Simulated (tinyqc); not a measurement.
Current crowding under a contact, resistor ladder against the transmission-line model: two steps of the calculation.

A metal contact of length d and width W on a thin layer of the same width. The metal has no resistance, the sheet resistance under it equals Rsh, and current enters the layer at the front edge x = 0.

Parameters, values chosen for the exercise:
```
symbol   value      unit                                      meaning
Rsh        120    ohm/sq  sheet resistance of the semiconductor layer
rc      5.3e-6  ohm cm^2                 specific contact resistivity
d         0.95        um                               contact length
W           92        um                                contact width
n            5                                                  cells
I          0.5        mA                                      current
```

Task 1. Voltages and the share of the current. Cut the contact into n cells of length hc = d/n. Neighbouring cell centres are joined by a = W/(Rsh hc), each centre joins the metal (0 V) by g = W hc/rc, and I enters cell 1 through half a cell: -a v_(i-1) + b_i v_i - a v_(i+1) = I for i = 1 and 0 otherwise, b_i = g + 2 a (g + a at both ends). Rc = v_1/I + 1/(2 a). Cell i passes g v_i to the metal.

a = 4.0350877 S
g = 0.032981132 S
b_i, cell 1 to 5 (S): [4.0680689, 8.1031566, 8.1031566, 8.1031566, 4.0680689]

Give: v_i; share of the current; Rc of the ladder.

Result 1.

```
cell,v_i (mV),share of the current (%)
1,3.178,20.96
2,3.080,20.32
3,3.007,19.84
4,2.959,19.52
5,2.935,19.36
```

Rc of the ladder = 6.480 ohm

The first cell passes 21.0 % of the current and the last 19.4 %; an even spread would give 20.0 % each.

Task 2. The transmission-line result. Transfer length Lt = sqrt(rc/Rsh); front resistance Rc = (Rsh Lt/W) coth(d/Lt); end resistance Re = (Rsh Lt/W)/sinh(d/Lt). v(x) = I (Rsh Lt/W) cosh((d - x)/Lt)/sinh(d/Lt) at the cell centres x = (i - 1/2) d/n.

Wanted: Lt; Rc; Re; v(x).

Result 2.

Lt = 2.1016 um
Rc = 6.4716 ohm
Re = 5.8624 ohm
v(x), cell 1 to 5 (mV): [3.1771, 3.0792, 3.0064, 2.9582, 2.9342]

The ladder's Rc is 0.13 % above this value, with cells 0.090 Lt long.

tinyqc, about 0.01 s, one thread, Intel Xeon 2.30GHz (shared host): `OMP_NUM_THREADS=1 python tinyqc.py 2760036 2760037 out.jsonl`
